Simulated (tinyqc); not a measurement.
Inside a calculation. Model: one-sided p+-n junction, ionisation integral and breakdown.

tinyqc, about 0.06 s, one thread, Intel Xeon 2.30GHz (shared host): `OMP_NUM_THREADS=1 python tinyqc.py 2120149 2120150 out.jsonl` Printed values are rounded.

A p+ layer at x < 0 and an n drift layer from x = 0. Depletion approximation, built-in voltage neglected. Local ionisation coefficients alpha_n = an exp(-(bn/E)^mx), alpha_p = ap exp(-(bp/E)^mx). Electrons move towards +x, holes towards x = 0.

Values chosen for this exercise; material values close to those of gallium nitride:
- eps_r = 9.37 (relative permittivity)
- an = 2.75e8 1/cm (prefactor of the electron ionisation coefficient)
- bn = 3.47e7 V/cm (field constant for electrons)
- ap = 1.31e8 1/cm (prefactor of the hole ionisation coefficient)
- bp = 2.06e7 V/cm (field constant for holes)
- mx = 1 (exponent)
- N = 3.6e16 cm^-3 (donor density of the drift layer)
- V = 580 V (reverse voltage)
- fr = 0.4 (share of the depleted width that the grid covers)

Constants: q = 1.602176634e-19 C, eps0 = 8.8541878128e-14 F/cm where lengths are in cm. Results are converted to the units shown.

## Field and ionisation coefficients on a grid

W = sqrt(2 eps0 eps_r V/(q N)), peak field E0 = q N W/(eps0 eps_r), falling linearly to 0 at W. Grid: 10 equal steps from 0 to fr W.

W = 4.08476 um

```
point,x (um),E (kV/cm),alpha_n (1/cm),alpha_p (1/cm)
0,0.00000,2839.82,1357.24,92664.0
1,0.16339,2726.23,815.729,68492.9
2,0.32678,2612.64,469.037,49313.6
3,0.49017,2499.04,256.460,34460.1
4,0.65356,2385.45,132.392,23272.5
5,0.81695,2271.86,63.9718,15112.0
6,0.98034,2158.27,28.6329,9376.92
7,1.14373,2044.67,11.7206,5517.86
8,1.30712,1931.08,4.31915,3050.62
9,1.47051,1817.49,1.40492,1566.15
10,1.63390,1703.89,0.393436,735.649
```

## Ionisation integrals by the trapezoid rule

G(x) = integral from 0 to x of (alpha_n - alpha_p); I_n = integral of alpha_n exp(-G) (electrons injected at x = 0), I_p = integral of alpha_p exp(G(end) - G) (holes injected at the far edge); M = 1/(1 - I). All integrals by the trapezoid rule on the grid.

```
point,G,alpha_n exp(-G) (1/cm)
0,0.00000,1357.24
1,-1.29882,2989.63
2,-2.25075,4453.44
3,-2.92921,4799.12
4,-3.39768,3957.84
5,-3.70966,2612.61
6,-3.90897,1427.28
7,-4.03032,659.62
8,-4.10019,260.67
9,-4.13786,88.04
10,-4.15665,25.12
```

I_n = 0.358469
I_p = 0.974098
M_n = 1.55877
M_p = 38.6065

A grid of 1500 steps over the whole width gives I_n = 0.3542 and I_p = 0.9897; the coarse I_n is 1.2 % above and the coarse I_p 1.6 % below those values. Holes multiply more: on this coarse grid M - 1 is 67.3 times as large for them.

## Breakdown voltage by secant steps

G(x) = integral from 0 to x of (alpha_n - alpha_p); I_n = integral of alpha_n exp(-G) (electrons injected at x = 0), I_p = integral of alpha_p exp(G(end) - G) (holes injected at the far edge); M = 1/(1 - I). Secant steps on ln I_n(V) = 0 with the integrals on a fine grid (1500 steps), from the points V = 498 and 568 V; stop when the step is below 1e-7 of V.

Course of the iteration:
```
step,V (V),I_n,change of V (V)
1,568,0.239241,50.5
2,618.521,1.44001,-10.3
3,608.257,0.968300,0.833
4,609.090,0.999341,0.0174
5,609.108,1.00000,-3.23e-5
```

Breakdown at 609.11 V, with a peak field of 2910 kV/cm and W = 4.186 um. The integral for holes reaches 1 at the same voltage.
